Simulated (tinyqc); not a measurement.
# Film and buried-oxide thickness from two coupling ratios

Question. In a depleted film -dVT/dVb is k1 = Cs Cbox/(Cox (Cs + Cbox)) for a front channel and k2 = Cbox (Cox + Cs)/(Cox Cs) for a back channel, with Cox = eps0 eox/tox, Cs = eps0 eps_r/ts, Cbox = 3.9 eps0/tb. Find ts and tb.

Inputs (values chosen for the exercise); band and dielectric values close to those of silicon: relative permittivity eps_r = 11.7; relative permittivity of the gate insulator (close to silicon dioxide) eox = 3.9; insulator thickness tox = 1.3 nm.

coupling ratios for a front and a back channel: 0.019306931  0.16327684

Answer. With y = Cox/Cs and z = Cox/Cbox, 1/k1 = y + z and k2 = (1 + y)/z, so y = (k2/k1 - 1)/(1 + k2); the thicknesses follow from y and z.

ts = 25.0 nm
tb = 59.0 nm

tinyqc, about 0.3 s, one thread, Intel Xeon 2.30GHz (shared host): `OMP_NUM_THREADS=1 python tinyqc.py 2190045 2190046 out.jsonl`
